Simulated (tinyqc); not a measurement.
Matthiessen's rule against the full average: mobility of a non-polar semiconductor in the relaxation-time approximation. Computed by tinyqc, a small Python program. Command: `OMP_NUM_THREADS=1 python tinyqc.py 3021049 3021050 out.jsonl rta walk`. One thread of a shared host (Intel(R) Xeon(R) Processor @ 2.30GHz), about 0.01 s of CPU time with the checks.

Each valley is treated as a sphere of mass m_d for states and rates, with one isotropic relaxation time; the conductivity mass m_c sets the current.

Inputs (values chosen for the exercise, modelled on electrons in silicon):
```
quantity                                            value       unit
longitudinal mass m_l                               0.935        m_0
transverse mass m_t                                 0.192        m_0
equivalent valleys Z                                    6          -
non-parabolicity alpha                               0.53       1/eV
static permittivity eps_s                            11.7          -
density rho                                          2329     kg/m^3
sound velocity v_l                                   9090        m/s
acoustic deformation potential D_A                    9.3         eV
phonon energy hbar w                                 62.2        meV
optical or intervalley deformation potential D_o      5.5  1e8 eV/cm
final valleys Z_f                                       5          -
carrier density n                                 3.1e+15     1/cm^3
compensation ratio C                                    0          -
temperature T                                         250          K
alloy fraction x                                     0.17          -
alloy potential U                                    0.81         eV
lattice constant a                                   5.42   angstrom
```

Band: Kane. Impurity formula: Brooks-Herring. Further scattering: alloy.

Constants: k_B = 8.617333262e-05 eV/K; m_0 = 9.1093837015e-31 kg; e = 1.602176634e-19 C; hbar = 1.054571817e-34 J s; eps_0 = 8.8541878128e-12 F/m; k_B = 1.380649e-23 J/K; hbar = 6.582119569e-16 eV s.

Method:
- m_d = (m_l m_t^2)^(1/3); 1/m_c = (1/m_l + 2/m_t)/3; Hall mass factor A = 3 K_m (K_m + 2)/(2 K_m + 1)^2, K_m = m_l/m_t; N_I = n (1 + C)/(1 - C).
- Kane band: hbar^2 k^2/(2 m) = E (1 + alpha E), speed v = hbar k/(m (1 + 2 alpha E)), states per spin, volume and energy g(E) = m k (1 + 2 alpha E)/(2 pi^2 hbar^2); overlap factors are set to 1. Here m = m_d. Masses are multiplied by m_0 and all formulas are in SI units.
- The reduced Fermi level eta = E_F/(k_B T) solves n = 2 Z int g f dE with f = 1/(1 + exp(x - eta)) (Z = 1 unless valleys are given); screening length L_s = sqrt(eps_s eps_0 k_B T/(e^2 dn/deta)), dn/deta = 2 Z int g f (1 - f) dE.
- Integrals over x = E/(k_B T) use 160 Gauss-Legendre points in u = sqrt(x) from 0 to sqrt(max(eta, 0) + 32).
- Phonon occupation N_q = 1/(exp(hbar w/(k_B T)) - 1).
- Acoustic deformation potential (elastic, equipartition, absorption and emission together): 1/tau = 2 pi k_B T D_A^2 g(E)/(hbar rho v_l^2).
- Optical or intervalley deformation potential: 1/tau = (pi Z_f D_o^2/(rho w)) [N_q g(E + hbar w) + (N_q + 1) g(E - hbar w)], with g = 0 below the band edge.
- Each optical term is multiplied by (1 - f(E'))/(1 - f(E)), E' the final energy, for Pauli blocking.
- Singly charged impurities, momentum relaxation: 1/tau = N_I e^4 m (1 + 2 alpha E) Phi/(8 pi (eps_s eps_0)^2 hbar^3 k^3), with alpha = 0 for a parabolic band.
- Brooks-Herring: Phi = ln(1 + b) - b/(1 + b), b = 4 k^2 L_s^2.
- Alloy disorder: 1/tau = (2 pi/hbar) Omega x (1 - x) U^2 g(E), Omega = a^3/4 (other conventions for Omega rescale U).
- mu = (m_d/m_c) (2 Z e/(3 n k_B T)) int g v^2 tau f (1 - f) dE.
- Averages over x are split at the emission threshold x_0 = hbar w/(k_B T): 64 Gauss-Legendre points in sqrt(x) below it and 128 in sqrt(x - x_0) above it, up to x = max(eta, 0) + 32.
- Rates are added at each energy before the average. With <y> = int g v^2 y f (1 - f) dE: Hall factor r_H = A (3 n k_B T/(2 Z m_d)) <tau^2/(1 + 2 alpha E)>/<tau>^2 (alpha = 0 for a parabolic band); Hall mobility r_H mu; |S| = (k_B/e) (<x tau>/<tau> - eta); resistivity 1/(n e mu).
- Matthiessen's rule adds 1/mu of the separate processes.

acoustic mobility = 3310.66 cm^2/(V s)

optical mobility = 10168.5 cm^2/(V s)

ionised impurity mobility = 138158 cm^2/(V s)

alloy mobility = 1393.71 cm^2/(V s)

drift mobility mu = 827.790 cm^2/(V s)

Separate mobilities:
```
process           mu (cm^2/(V s))  share of the sum of 1/mu (%)
acoustic               3.3107e+03                        26.846
optical                1.0169e+04                         8.740
ionised impurity       1.3816e+05                         0.643
alloy                  1.3937e+03                        63.770
```

mobility by Matthiessen's rule = 888.77 cm^2/(V s)

excess of Matthiessen's rule over the full mu = 7.3670 %

What follows from these numbers?

The rule gives 888.8 against the full 827.8, 7.4 % too high; it can only overestimate, since each separate average is carried by the energies where that process is weak. The largest shares are alloy (64 %) and acoustic (27 %).

Extremes, crossings and ranges named in words are read from the listed rows.
